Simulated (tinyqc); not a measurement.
# CMOS inverter, nodal equation and switching, step by step

tinyqc, about 0.03 s, one thread, Intel Xeon 2.30GHz (shared host): `OMP_NUM_THREADS=1 python tinyqc.py 2340074 2340075 out.jsonl` Printed values are rounded.

An n-channel pull-down (bn, VTn) and a p-channel pull-up (bp, VTp) share the input Vin and the output node Vout, which carries the load C. Transistor (EKV form, voltages against the body): I = 2 n b Vt^2 [F(vp - Vs) - F(vp - Vd)] from drain to source, F(v) = ln^2(1 + exp(v/(2 Vt))), vp = (Vg - VT + sg |Vd - Vs|)/n. n-channel bodies are at 0; for the p-channel device all voltages are counted down from Vdd. b in uA/V^2 gives I in uA. Static: In = Ip. Transient: C dVout/dt = Ip - In. No velocity saturation, no gate capacitance beyond C.

Parameters, values chosen for the exercise:

| symbol | value | unit | meaning |
|---|---|---|---|
| T | 293 | K | temperature |
| Vdd | 0.5 | V | supply voltage |
| n | 1.4 |  | slope factor |
| sg | 0.109 |  | drain-induced barrier lowering |
| VTn | 0.32 | V | n-channel threshold |
| VTp | 0.42 | V | p-channel threshold (magnitude) |
| bn | 730 | uA/V^2 | gain factor of the pull-down transistor |
| bp | 1500 | uA/V^2 | gain factor of the pull-up transistor |
| C | 2.5 | fF | load capacitance |
| Vin | 0.21 | V | input voltage |
| dt | 10 | ps | time step |

Constants: q = 1.602176634e-19 C, kB = 1.380649e-23 J/K, Vt = kB T/q. Results are converted to the units shown.

## Iteration 1: output voltage by Newton steps

Vout at the start = 0.25 V

f = In - Ip at (Vin, Vout); G = df/dVout by a central difference with +/- 1e-6 V; Vout(new) = Vout - f/G, the step limited to +/- 0.1 V.

In = 0.0951200 uA
Ip = 0.118160 uA
G = 0.586190 uS
Vout after iteration 1 = 0.289304 V

## Iteration 2: output voltage by Newton steps

As before.

In = 0.105745 uA
Ip = 0.105868 uA
G = 0.581049 uS
Vout after iteration 2 = 0.289517 V

## Course of the iteration: output voltage by Newton steps

Stop when Vout changes by less than 1e-9 V, or after 30 iterations.

Course of the iteration:
```
iteration  Vout (V)  |change| (V)
1          0.289304        0.0393
2          0.289517       2.13e-4
3          0.289517       1.54e-9
4          0.289517       < 1e-14
```

Converged in 4 iterations. The change falls from 0.039 in the first iteration to below the tolerance in the last.

## Transfer curve

Vin, point 0 to 10 (V): [0, 0.05, 0.1, 0.15, 0.2, 0.25, 0.3, 0.35, 0.4, 0.45, 0.5]

For each Vin solve In = Ip; gain = dVout/dVin.

```
point  Vout (V)  supply current (uA)     gain
0      0.499994            6.9650e-4  -0.0002
1      0.499953            0.0027992  -0.0020
2      0.499569             0.010986  -0.0199
3      0.495203             0.040873  -0.2448
4      0.379452              0.10529  -8.5478
5      0.024450             0.079443  -1.5368
6      0.001842             0.022481  -0.0860
7      0.000199            0.0057491  -0.0085
8      0.000026            0.0014311  -0.0010
9      0.000004            3.5193e-4  -0.0001
10     0.000001            8.6036e-5   0.0000
```

The switching point Vin = Vout lies at 0.2178 V, with a gain of -9.16. The current peaks at 0.105 uA among the points, against 7.0e-4 and 8.6e-5 uA of leakage at the ends.

## Switching point and noise margins

VM solves In = Ip with Vin = Vout. VIL and VIH are the inputs at which the gain is -1; NML = VIL - Vout(VIH), NMH = Vout(VIL) - VIH.

VM = 0.21782 V
gain at VM = -9.1574
VIL = 0.17310 V
VIH = 0.25580 V
NML = 0.15586 V
NMH = 0.22738 V

VM lies 32 mV below Vdd/2, and the high margin is the larger one. With both transistors saturated the size of the gain tends to 1/sg = 9.17; here it is 0.18 % below that.

## Step 1: one time step of the falling output

Vout at t = 0 = 0.5 V

The input steps to Vdd at t = 0; I = In - Ip. Trapezoidal rule: V(new) = V - (dt/C)[I(V) + I(V(new))]/2, solved for V(new); 1 ps uA/fF = 1 mV.

I(V) = 14.6463 uA
I(V(new)) = 13.9143 uA
Vout after step 1 = 0.442879 V

## Step 2: one time step of the falling output

As before.

I(V) = 13.9143 uA
I(V(new)) = 13.2378 uA
Vout after step 2 = 0.388575 V

## Delays and energy

For a step input the delay to Vdd/2 is tHL = C times the integral of dV/(In - Ip) from Vdd/2 to Vdd at Vin = Vdd, and tLH likewise with Ip - In from 0 to Vdd/2 at Vin = 0. Energy drawn for one full cycle of the output: C Vdd^2. Leakage power: Vdd times the mean of the supply currents at Vin = 0 and Vdd.

tHL = 47.9780 ps
tLH = 66.7736 ps
energy = 0.625 fJ
leakage power = 0.195634 nW

Time steps as above cross Vdd/2 at 48.0 ps by linear interpolation, 0.055 % above tHL. tLH/tHL = 1.39, with bn/bp = 0.487.
